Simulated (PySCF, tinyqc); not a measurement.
Worked calculation: FCI on RHF in the sto-6g basis, for H2, spin multiplicity 1. The lowest restricted solution is unstable here: a spin-polarised one lies 0.0386 hartree lower (PySCF). Computed by tinyqc, a small Python program that keeps every step (integrals from PySCF). Settings: charge = 0, multiplicity = 1, basis = sto-6g, method = RHF, energy threshold = 1e-10, iteration cap = 82, orthogonalisation = canonical, start = atomic densities, DIIS depth = 6, ci = FCI. Command: `OMP_NUM_THREADS=1 python tinyqc.py 30644 30645 out.jsonl` (the two numbers bound the seeds that draw the settings). One thread of a shared host (Intel(R) Xeon(R) Processor @ 2.60GHz), about 0.06 s of CPU time with the checks. The early iterations of the SCF are left out here.

## One-electron integrals

Geometry (angstrom):
```
atom         x         y         z
H     0.000000  0.000000  0.000000
H     0.000000  0.000000  1.457000
```

Basis sto-6g: exponents (1/bohr^2) and contraction coefficients of normalised primitives:
```
element  l (shell)   exponent  coefficient
H            s (1)  35.523221     0.009164
H            s (1)   6.513144     0.049361
H            s (1)   1.822143     0.168538
H            s (1)   0.625955     0.370563
H            s (1)   0.243077     0.416492
H            s (1)   0.100112     0.130334
```

Overlap, kinetic and nuclear-attraction integrals over the contracted functions; the nuclear repulsion is the sum of Za Zb / Rab.

nuclear repulsion = 0.36319644 hartree

overlap S:
```
          1H 1s     2H 1s
1H 1s  1.000000  0.273098
2H 1s  0.273098  1.000000
```

kinetic energy T (hartree):
```
          1H 1s     2H 1s
1H 1s  0.768522  0.013376
2H 1s  0.013376  0.768522
```

nuclear attraction V (hartree):
```
           1H 1s      2H 1s
1H 1s  -1.601021  -0.360200
2H 1s  -0.360200  -1.601021
```

core Hamiltonian H = T + V (hartree):
```
           1H 1s      2H 1s
1H 1s  -0.832499  -0.346823
2H 1s  -0.346823  -0.832499
```

## Two-electron integrals

Functions are numbered as in S; the eight-fold symmetry (ij|kl) = (ji|kl) = (kl|ij) leaves the list below.

Two-electron integrals (ij|kl) in chemists' order, unique and non-zero (hartree):
```
(11|11) 0.774999   (21|11) 0.148131   (21|21) 0.042715   (22|11) 0.354911
(22|21) 0.148131   (22|22) 0.774999
```

## Orthogonalisation

S = U s U^T; canonical form X = U s^(-1/2), so that X^T S X = 1. Each column of U has its largest component positive (the first on a tie).

eigenvalues of S: 0.726902  1.273098

X:
```
               1         2
1H 1s   0.829368  0.626692
2H 1s  -0.829368  0.626692
```

## Iteration 3 (converged): orbitals

converged F (hartree):
```
           1H 1s      2H 1s
1H 1s  -0.149768  -0.319529
2H 1s  -0.319529  -0.149768
```

Diagonalise F' = X^T F X, C = X C', fill 1 alpha and 1 beta electrons from the bottom; D = 2 C_occ C_occ^T. Each column has its largest component positive (the first on a tie).

F' = X^T F X (hartree):
```
          1          2
1  0.233540   0.000000
2  0.000000  -0.368626
```

orbital energies (hartree): MO1 -0.368626, MO2 0.233540

coefficients C:
```
            MO1        MO2
1H 1s  0.626692   0.829368
2H 1s  0.626692  -0.829368
```

D after iteration 3:
```
          1H 1s     2H 1s
1H 1s  0.785485  0.785485
2H 1s  0.785485  0.785485
```

## Convergence

Stop when the energy changes by less than 1e-10 hartree and every element of the error matrix X^T (F D S - S D F) X is below 3e-06.

Course of the cycle:
```
iteration  E (hartree)     change  largest element of the error matrix
1          -0.61004721          -                             2.16e-16
2          -0.93176990  -3.22e-01                             6.64e-16
3          -0.93176990   0.000000                             6.64e-16
```

PySCF RHF in the same basis = -0.93176990 hartree

Converged in 3 iterations.

## Integrals over molecular orbitals

(pq|rs) = sum C_ip C_jq C_kr C_ls (ij|kl), one index at a time.

one-electron integrals over orbitals h = C^T H C (hartree):
```
           1          2
1  -0.926340   0.000000
2   0.000000  -0.668144
```

Two-electron integrals over orbitals (pq|rs), unique and non-zero (hartree):
```
(11|11) 0.557715   (21|21) 0.226972   (22|11) 0.564328   (22|22) 0.589357
```

## FCI: determinants and Hamiltonian

Hartree-Fock energy = -0.93176990 hartree

Slater-Condon rules over spin orbitals, with the nuclear repulsion added and E(HF) subtracted on the diagonal.

Occupation strings over the orbitals (2 doubly, a alpha, b beta, 0 empty; spin orbitals ordered 1a 1b 2a 2b ...): 20 ab ba 02

H - E(HF) between determinants (hartree), lower triangle:
```
          20         ab        ba        02
20  0.000000
ab  0.000000   0.264810
ba  0.000000  -0.226972  0.264810
02  0.226972   0.000000  0.000000  0.548034
```

## FCI: roots

Diagonalise (each vector has its largest component positive (the first on a tie)); all determinants have Ms = 0, so triplets appear too. The lowest singlet root is the correlation energy.

lowest roots of this matrix, relative to E(HF) (hartree): -0.081794  0.037838  0.491782  0.629828

lowest vectors:
```
       root 1    root 2     root 3    root 4
20   0.940776  0.000000   0.000000  0.339029
ab   0.000000  0.707107   0.707107  0.000000
ba   0.000000  0.707107  -0.707107  0.000000
02  -0.339029  0.000000   0.000000  0.940776
```

<S^2> of these roots: 0.000000  2.000000  0.000000  0.000000

weight of the ground state by excitation level 0, 1, 2, ...: 0.885060  0.000000  0.114940

The reference has a weight of only 0.89: one determinant is a poor start here.
